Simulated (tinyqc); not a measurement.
Comparisons within one model: static screening by free carriers. A value that a table varies takes the place of the one given here.

kF = (3 pi^2 n/Mv)^(1/3), EF = c kF^2/m with c = hbar^2/2m0, n in 1/angstrom^3 (1e-24 per 1/cm^3), e2 = e^2/(4 pi eps0). Thomas-Fermi: qTF^2 = 6 pi e2 n/(eps EF). Debye: qD^2 = 4 pi e2 n/(eps kB T).

F_j(eta) = (1/Gamma(j + 1)) integral_0^infinity x^j dx/(1 + exp(x - eta)), which tends to exp(eta) for eta << 0.

At finite T: qs^2 = qD^2 F_-1/2(eta)/F_1/2(eta), where n = Mv N F_1/2(eta) and N = 2 (m kB T/(4 pi c))^(3/2) with c = hbar^2/2m0, in 1/angstrom^3; times 1e24 for 1/cm^3.

Donor in the screened potential -(e2/eps) exp(-qs r)/r with the trial function exp(-r/a): E(a) = c/(m a^2) - (e2/eps) 4/(a (2 + qs a)^2), e2 = e^2/(4 pi eps0), c = hbar^2/2m0; isotropic mass.

Constants: hbar^2/2m0 = 3.80998211 eV angstrom^2; e^2/(4 pi eps0) = 14.39964547 eV angstrom; kB = 8.617333262e-05 eV/K; a0 (Bohr radius) = 0.5291772105 angstrom.

Parameters, chosen for this exercise (near those of InAs; the results hold for these values, not for the real material): m = 0.0262 m0 (mass of one isotropic valley); Mv = 1 (valleys); eps = 15 (background dielectric constant); T = 400 K; n = 2.8e+16 1/cm^3 (carrier density).

## Screening unbinds the donor

All carriers n are taken as free and screen with qs(T); E(a) is minimised over a; a dash marks no bound state. aB = a0 eps/m.

Donor level:

| n (1/cm^3) | n^(1/3) aB | qs aB | E (meV) | a/aB |
|---|---|---|---|---|
| 3.0e+11 | 0.020 | 0.003 | -1.57 | 1.000 |
| 2.0e+12 | 0.038 | 0.008 | -1.56 | 1.000 |
| 1.0e+13 | 0.065 | 0.018 | -1.53 | 1.000 |
| 4.0e+13 | 0.104 | 0.036 | -1.47 | 1.001 |
| 1.0e+14 | 0.141 | 0.057 | -1.41 | 1.002 |
| 2.0e+14 | 0.177 | 0.080 | -1.34 | 1.004 |
| 6.0e+14 | 0.256 | 0.139 | -1.19 | 1.013 |
| 2.0e+15 | 0.382 | 0.253 | -0.91 | 1.039 |

aB = 303.0 angstrom

The level rises from -1.57 meV at the lowest density to -0.91 meV at 2e+15 1/cm^3, against -1.58 meV unscreened. It stays bound over this range. This trial function loses binding at qs aB = 1 and the exact Yukawa problem at 1.19; the Mott rule of thumb is n^(1/3) aB = 0.26 (rows below ni, about 1e+16 1/cm^3 for this gap, are formal: thermal pairs then set the screening), which the last bound row of this table passes: the rule belongs to low temperature, and thermal carriers screen more weakly.

## From Debye to Thomas-Fermi

Screening lengths (angstrom):

| n (1/cm^3) | eta | Debye | Thomas-Fermi | finite T |
|---|---|---|---|---|
| 5.0e+14 | -5.79 | 2391 | 311.3 | 2392 |
| 3.0e+15 | -3.99 | 975.9 | 230.9 | 979.1 |
| 2.0e+16 | -2.06 | 378.0 | 168.3 | 386.0 |
| 7.0e+16 | -0.70 | 202.0 | 136.6 | 216.6 |
| 2.0e+17 | 0.62 | 119.5 | 114.7 | 142.3 |
| 8.0e+17 | 3.21 | 59.76 | 91.02 | 95.12 |
| 3.0e+18 | 8.30 | 30.86 | 73.03 | 73.49 |
| 1.0e+19 | 18.70 | 16.90 | 59.75 | 59.82 |

Debye is within 5 % of the finite-T length up to 2e+16 1/cm^3 of the densities listed and Thomas-Fermi from 8e+17 on. The length goes as n^-0.50 at the low end and n^-0.17 at the high end, against the limits -1/2 and -1/6. Both limits give too short a length.

## What sets the screening length

All results formed anew. Each row changes one parameter from the base and keeps the others.

Results:

| case | Debye (angstrom) | Thomas-Fermi (angstrom) | finite T (angstrom) |
|---|---|---|---|
| base | 319.4 | 159.2 | 328.9 |
| n = 5.6e+16 1/cm^3 | 225.9 | 141.8 | 239.0 |
| m = 0.0341 m0 | 319.4 | 139.5 | 325.9 |
| eps = 18 | 349.9 | 174.3 | 360.3 |
| T = 460 K | 342.6 | 159.2 | 350.8 |
| Mv = 2 | 319.4 | 126.3 | 324.2 |

The largest shifts from the base row, up to three for each result and ties (the steps differ in size, so this ranks the rows, not the parameters). Debye (angstrom): n -93.6, eps +30.5, T +23.1; unchanged at the printed digits by m and Mv. Thomas-Fermi (angstrom): Mv -32.8, m -19.6, n -17.4; unchanged at the printed digits by T. finite T (angstrom): n -89.9, eps +31.4, T +21.9.

tinyqc: `OMP_NUM_THREADS=1 python tinyqc.py 1681924 1681925 out.jsonl`; about 0.01 s, one thread, shared Intel(R) Xeon(R) Processor @ 2.30GHz.
